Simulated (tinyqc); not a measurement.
# One-diode model of a solar cell: effects of single changes

J is the current delivered and Vj = V + J Rs the junction voltage. J = X JL - J01 (exp(Vj/(n1 Vt)) - 1) - Vj/Rp. The photocurrent does not depend on voltage.

Values chosen for this exercise; values of the order met in cells of silicon:
- T = 323 K (temperature)
- JL = 39.3 mA/cm^2 (photocurrent at one sun)
- X = 1 suns (concentration)
- J01 = 1.6e-6 A/cm^2 (saturation current of the diode)
- n1 = 1.66 (ideality factor of the diode)
- Rs = 0.069 ohm cm^2 (series resistance)
- Rp = 6000 ohm cm^2 (shunt resistance)
- Pin = 100 mW/cm^2 (incident power at one sun)

Constants: q = 1.602176634e-19 C, kB = 1.380649e-23 J/K, Vt = kB T/q. Results are converted to the units shown.

Each table varies one quantity; the others keep the values above.

## Effect of the saturation current of the diode

Jsc at V = 0, Voc at J = 0, the maximum power point where J (1 + 2 Rs G) = G Vj with G = -dJ/dVj; FF = Vmp Jmp/(Voc Jsc); efficiency Vmp Jmp/(X Pin). Empirical fill factor without parasitics FF0 = (v - ln(v + 0.72))/(v + 1), v = Voc/(n1 Vt).

Effect of the saturation current of the diode:

| J01 (A/cm^2) | Jsc (mA/cm^2) | Voc (V) | Vmp (V) | Jmp (mA/cm^2) | FF | efficiency (%) | FF0 |
|---|---|---|---|---|---|---|---|
| 2e-8 | 39.300 | 0.66942 | 0.54895 | 36.158 | 0.75449 | 19.849 | 0.75970 |
| 2e-7 | 39.300 | 0.56305 | 0.45098 | 35.568 | 0.72491 | 16.041 | 0.73019 |
| 2e-6 | 39.299 | 0.45668 | 0.35469 | 34.699 | 0.68575 | 12.307 | 0.69118 |
| 2e-5 | 39.298 | 0.35033 | 0.26084 | 33.328 | 0.63143 | 8.6933 | 0.63686 |
| 0.0002 | 39.287 | 0.24418 | 0.17097 | 30.996 | 0.55242 | 5.2994 | 0.55566 |
| 0.002 | 39.179 | 0.13987 | 0.089022 | 26.987 | 0.43840 | 2.4024 | 0.42366 |

Read the table: what changes, and by how much?

As J01 goes from 2e-8 to 0.002, Voc falls from 0.669 to 0.140 V, FF falls from 0.754 to 0.438 and the efficiency falls from 19.8 to 2.40 %. Voc changes by -104 mV a decade between the last two rows and -106 mV between the first two. For J01 = 2e-6, 2e-5, 0.0002, 0.002 v is below 10, outside the range of the formula for FF0.

## Effect of the concentration

Same model as above.

Result of one run:

| X (suns) | Jsc (mA/cm^2) | Voc (V) | Vmp (V) | Jmp (mA/cm^2) | FF | efficiency (%) | FF0 |
|---|---|---|---|---|---|---|---|
| 0.5 | 19.65 | 0.4349 | 0.3361 | 17.23 | 0.6776 | 11.58 | 0.6816 |

What becomes of these results when the concentration X is changed from 0.5 to 6 suns, all else the same?

Result of the changed run:

| X (suns) | Jsc (mA/cm^2) | Voc (V) | Vmp (V) | Jmp (mA/cm^2) | FF | efficiency (%) | FF0 |
|---|---|---|---|---|---|---|---|
| 6 | 235.8 | 0.5498 | 0.4290 | 212.1 | 0.7017 | 15.16 | 0.7260 |

The whole series:

| X (suns) | Jsc (mA/cm^2) | Voc (V) | Vmp (V) | Jmp (mA/cm^2) | FF | efficiency (%) | FF0 |
|---|---|---|---|---|---|---|---|
| 0.01 | 0.3930 | 0.2493 | 0.1748 | 0.2951 | 0.5264 | 5.158 | 0.5605 |
| 0.04 | 1.572 | 0.3168 | 0.2329 | 1.287 | 0.6018 | 7.493 | 0.6150 |
| 0.1 | 3.930 | 0.3600 | 0.2705 | 3.326 | 0.6359 | 8.996 | 0.6427 |
| 0.5 | 19.65 | 0.4349 | 0.3361 | 17.23 | 0.6776 | 11.58 | 0.6816 |
| 2 | 78.60 | 0.4991 | 0.3909 | 70.15 | 0.6990 | 13.71 | 0.7081 |
| 6 | 235.8 | 0.5498 | 0.4290 | 212.1 | 0.7017 | 15.16 | 0.7260 |
| 20 | 786.0 | 0.6055 | 0.4517 | 705.1 | 0.6693 | 15.93 | 0.7429 |
| 80 | 3144 | 0.6695 | 0.4072 | 2612 | 0.5053 | 13.30 | 0.7597 |
| 300 | 9493 | 0.7306 | 0.3693 | 4879 | 0.2598 | 6.006 | 0.7737 |

As X goes from 0.01 to 300, Voc rises from 0.249 to 0.731 V, FF goes from 0.526 through a maximum of 0.702 (at X = 6 among the rows listed) to 0.260 and the efficiency goes from 5.16 through a maximum of 15.9 (at X = 20 among the rows listed) to 6.01 %. Voc gains 106 mV a decade at the top and 112 mV at the bottom (n1 Vt ln 10 = 106 mV). Past the optimum the loss in Rs, which grows as J^2, outruns the gain in Voc: at the best row X JL Rs = 1.2 n1 Vt. For X = 0.01, 0.04, 0.1, 0.5 v is below 10, outside the range of the formula for FF0. For X = 300 Rs Jsc exceeds half of Voc, so the series resistance shapes the curve and drives FF towards the 1/4 of a resistor.

Numbers from tinyqc (`OMP_NUM_THREADS=1 python tinyqc.py 2280128 2280129 out.jsonl`; about 0.01 s on one thread of a shared Intel Xeon 2.30GHz).
